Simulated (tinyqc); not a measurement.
Sheet resistance of a shallow doped layer with concentration-dependent mobility and limited activation: one step, computed by the program tinyqc. Command: `OMP_NUM_THREADS=1 python tinyqc.py 3018168 3018169 out.jsonl irvin walk`. One thread of a shared host (Intel(R) Xeon(R) Processor @ 2.30GHz), about 0.02 s of CPU time with the checks.

A layer of one dopant lies in a background of the opposite type. Current flows parallel to the surface down to the junction; depletion is ignored.

Problem. Active limit and depths. C(x) = C_s exp(-x^2/(2 l^2)). Temperatures in kelvin are T(C) + 273.15. Active limit C_a = prefactor x exp(-energy/(k_B T)); the junction lies where C = C_B, and the profile exceeds C_a down to x_a (zero if C_s is below C_a). Slope at the junction in nm per decade = ln(10) C/|dC/dx|.

Inputs (values chosen for the exercise, modelled on boron in silicon): surface concentration C_s = 1.8e+20 1/cm^3; length l = 190 nm; background C_B = 5.7e+15 1/cm^3; prefactor of the active limit = 7.9e+22 1/cm^3; energy of the active limit = 0.718 eV; anneal temperature T = 800 C.

Profile: Gaussian.

Constants: k_B = 8.617333262e-05 eV/K.

Give: active limit C_a; junction depth x_j; depth x_a; abruptness at the junction.

Solution.

active limit C_a = 3.355e+19 1/cm^3

junction depth x_j = 864.9 nm

depth x_a = 348.3 nm

abruptness at the junction = 96.11 nm/decade
